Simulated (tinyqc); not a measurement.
# Changing the frequency f

Model: oxide trap near a transistor channel: two-state multiphonon kinetics, telegraph noise and bias instability. Computed by tinyqc, a small Python program. Command: `OMP_NUM_THREADS=1 python tinyqc.py 3014720 3014721 out.jsonl oxidetrap sweep`. One thread of a shared host (Intel(R) Xeon(R) Processor @ 2.30GHz), about 0.01 s of CPU time with the checks.

An n-channel device under positive gate bias. The trap is empty (state 1) or holds an electron (state 2); both states are parabolas of equal curvature, and the electron reservoir is taken at the Fermi level of the channel.

Inputs (values chosen for the exercise, with an insulator like SiO2 on silicon):
```
quantity,value,unit
insulator constant eps_ox,3.88,-
insulator thickness t_ox,6.2,nm
trap depth x from the interface,2.3,nm
tunnel barrier phi_b,3.18,eV
tunnelling mass m_ox,0.41,m_0
trap level above E_F at zero field E_t,0.8,eV
relaxation energy E_R,1.7,eV
oxide field F,3.9,MV/cm
attempt rate k_0 at the interface,5e+11,1/s
temperature T,200,K
channel width W,190,nm
channel length L,47,nm
```

Parts treated: one trap and an ensemble.

Constants: hbar^2/(2 m_0) = 3.80998212 eV angstrom^2; k_B = 8.617333262e-05 eV/K; e = 1.602176634e-19 C; eps_0 = 8.8541878128e-12 F/m.

Method:
- kappa = sqrt(2 m_ox phi_b)/hbar = sqrt(m_ox phi_b/(hbar^2/2m_0)); attenuation length lambda = 1/(2 kappa); factor exp(-x/lambda) for a rectangular barrier.
- E_21 = E_t - e F x is the energy of state 2 over state 1; barriers E_c = (E_R + E_21)^2/(4 E_R), E_e = E_c - E_21; tau_c = exp(E_c/k_B T)/(k_0 P), tau_e = exp(E_e/k_B T)/(k_0 P), P the tunnelling factor; occupation f_2 = tau_e/(tau_c + tau_e); 1/tau_0 = 1/tau_c + 1/tau_e.
- Charge-sheet step dV = e (t_ox - x)/(eps_ox eps_0 W L); Lorentzian spectrum S(f) = 4 dV^2 tau_0^2/((tau_c + tau_e)(1 + (2 pi f tau_0)^2)); corner 1/(2 pi tau_0); variance dV^2 f_2 (1 - f_2) = dV^2 tau_0/(tau_c + tau_e).

One run for each value:
```
frequency f (Hz),S(f) (V^2/Hz),corner frequency (Hz)
1.00e-02,4.6549e-15,4.9380e-11
1.00e-01,4.6549e-17,4.9380e-11
1.00e+00,4.6549e-19,4.9380e-11
1.00e+01,4.6549e-21,4.9380e-11
1.00e+02,4.6549e-23,4.9380e-11
1.00e+03,4.6549e-25,4.9380e-11
1.00e+04,4.6549e-27,4.9380e-11
1.00e+05,4.6549e-29,4.9380e-11
1.00e+06,4.6549e-31,4.9380e-11
```

Over the rows, S(f) (V^2/Hz) falls from 4.65e-15 to 4.65e-31 (exponent d ln y / d ln x about -2.0 throughout). The exponent of S(f) stays at -2: the tail of a Lorentzian.
